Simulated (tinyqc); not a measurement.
Worked calculation: band offset from the macroscopic average of a supercell potential. Values are carried at full precision from step to step, so a last printed digit may differ when a step is redone from the rounded ones.

A model of the planar-averaged electrostatic energy of an electron in a periodic cell of N1 periods of A (L1 = N1 n1 h) and N2 periods of B (L2 = N2 n2 h), on z_j = j h: V(z) = f VA + (1 - f) VB + F t(z), VA = V1[0] + V1[1] cos(2 pi z/(n1 h)) + V1[2] cos(4 pi z/(n1 h)), VB the same with V2, n2 and z - L1. f = [tanh(z/w) - tanh((z - L1)/w) + tanh((z - L1 - L2)/w)]/2 + 1/2; t(z) = z - L1/2 in A and (L1/L2)(L1 + L2/2 - z) beyond, so that the cell is periodic.

Constants: e^2/(4 pi eps0) = 14.39964547 eV angstrom.

Parameters, chosen for this exercise (gaps near those of InAs and GaSb; not measured data):
- h = 0.25 angstrom (grid step)
- n1 = 6 (grid points per period of A)
- n2 = 6 (grid points per period of B)
- N1 = 5 (periods of A)
- N2 = 5 (periods of B)
- V1 = (-11.14, 3.53, 0.96) eV (mean and two harmonics of the potential in A)
- V2 = (-7.55, 4.56, 0.73) eV (the same in B)
- w = 0.41 angstrom (width of the interfaces)
- F = 0 eV/angstrom (slope in A from opposite charges on the two interfaces)
- Ev1 = 2.85 eV (valence top of bulk A above its mean potential)
- Eg1 = (0.05, 0.44) eV (gap of A: semi-local value, corrected value)
- fv1 = 0.46 (share of the correction that lowers the valence top of A)
- Ev2 = -0.01 eV (valence top of bulk B above its mean potential)
- Eg2 = (0.1, 0.81) eV (gap of B: semi-local value, corrected value)
- fv2 = 0.68 (the same share for B)
- eps = 13.8 (dielectric constant at the interface)

## The planar average

Evaluate V on the grid, j = 0, 1, ...

V(z_j) (eV): -4.455  -8.893  -13.129  -13.651  -13.361  -9.846  -6.647  -9.854  -13.385  -13.710  -13.385  -9.855  -6.650  -9.855  -13.385  -13.710  -13.385  -9.855  -6.650  -9.855  -13.385  -13.710  -13.385  -9.854  -6.647  -9.846  -13.361  -13.651  -13.129  -8.893  -4.455  -6.597  -10.451  -11.439  -10.219  -5.644  -2.263  -5.636  -10.195  -11.380  -10.195  -5.635  -2.260  -5.635  -10.195  -11.380  -10.195  -5.635  -2.260  -5.635  -10.195  -11.380  -10.195  -5.636  -2.263  -5.644  -10.219  -11.439  -10.451  -6.597

## Running means

Running mean over n points, periodic: for odd n the plain mean of the n points centred on j; for even n the n + 1 points with half weight at both ends. The macroscopic average applies the mean over n1 points and then over n2 points.

Apply the first mean, then the second.

after the mean over n1 points (eV): -9.345  -9.772  -10.285  -10.738  -11.001  -11.103  -11.129  -11.136  -11.139  -11.140  -11.140  -11.140  -11.140  -11.140  -11.140  -11.140  -11.140  -11.140  -11.140  -11.140  -11.140  -11.140  -11.139  -11.136  -11.129  -11.103  -11.001  -10.738  -10.285  -9.772  -9.345  -8.918  -8.405  -7.952  -7.689  -7.587  -7.561  -7.554  -7.551  -7.550  -7.550  -7.550  -7.550  -7.550  -7.550  -7.550  -7.550  -7.550  -7.550  -7.550  -7.550  -7.550  -7.551  -7.554  -7.561  -7.587  -7.689  -7.952  -8.405  -8.918

macroscopic average (eV): -9.345  -9.794  -10.192  -10.523  -10.785  -10.970  -11.074  -11.119  -11.134  -11.138  -11.139  -11.140  -11.140  -11.140  -11.140  -11.140  -11.140  -11.140  -11.140  -11.140  -11.139  -11.138  -11.134  -11.119  -11.074  -10.970  -10.785  -10.523  -10.192  -9.794  -9.345  -8.896  -8.498  -8.167  -7.905  -7.720  -7.616  -7.571  -7.556  -7.552  -7.551  -7.550  -7.550  -7.550  -7.550  -7.550  -7.550  -7.550  -7.550  -7.550  -7.551  -7.552  -7.556  -7.571  -7.616  -7.720  -7.905  -8.167  -8.498  -8.896

Around the middle of B the first mean varies by 0 meV over five points and the second by 0 meV.

## The potential line-up

Read the macroscopic average in the middle of each region, j = 15 and j = 45, and its slope in A by a central difference over two points each way.

plateau in A = -11.140 eV
plateau in B = -7.550 eV
dV = B - A = 3.590 eV
slope in A = 0.000 eV/angstrom

The plateaus are flat, so the line-up is well defined.

## Band offsets

dEv = Ev(A) - Ev(B) = Ev1 - (dV + Ev2); dEc = Ec(B) - Ec(A) = Eg2 - Eg1 - dEv. The correction of a gap, c = Eg[1] - Eg[0], lowers the valence top by fv c and leaves dV, a ground-state quantity, as it is. Type I: dEv and dEc of one sign; II: opposite signs; III: no overlap of the gaps.

Give the offsets with semi-local and with corrected band edges.

dEv, dEc, semi-local (eV): -0.730  0.780

lowering of the valence tops of A and B (eV): 0.179  0.483

dEv, dEc, corrected (eV): -0.427  0.797

The correction moves dEv by +0.30 eV and dEc by +0.02 eV; the type changes from III to II.

## The dipole behind the step

A step dV of the mean electron energy from A to B across an interface equals 4 pi (e^2/4 pi eps0) times a dipole per area p (in e angstrom per angstrom^2). For a change of 0.1 eV in dV, give the charge per area moved over 2 angstrom in a medium of dielectric constant eps: sigma = 0.1 eps/(4 pi (e^2/4 pi eps0) 2). 1 angstrom^-2 = 1e16 cm^-2.

|p| = 0.01984 e/angstrom
sigma = 3.81e+13 e/cm^2

With about 7e14 atoms per cm^2 in a plane (as on a silicon (100) face), 5.4 % of an electron per atom shifts the line-up by 0.1 eV.

## Checks

- Line-up in a cell of 14 + 14 periods without slope against V2[0] - V1[0] (eV): both 3.5900.

Run: tinyqc, `OMP_NUM_THREADS=1 python tinyqc.py 1850892 1850893 out.jsonl`; Intel(R) Xeon(R) Processor @ 2.30GHz, one thread, shared host; about 0.01 s of CPU time with all checks.
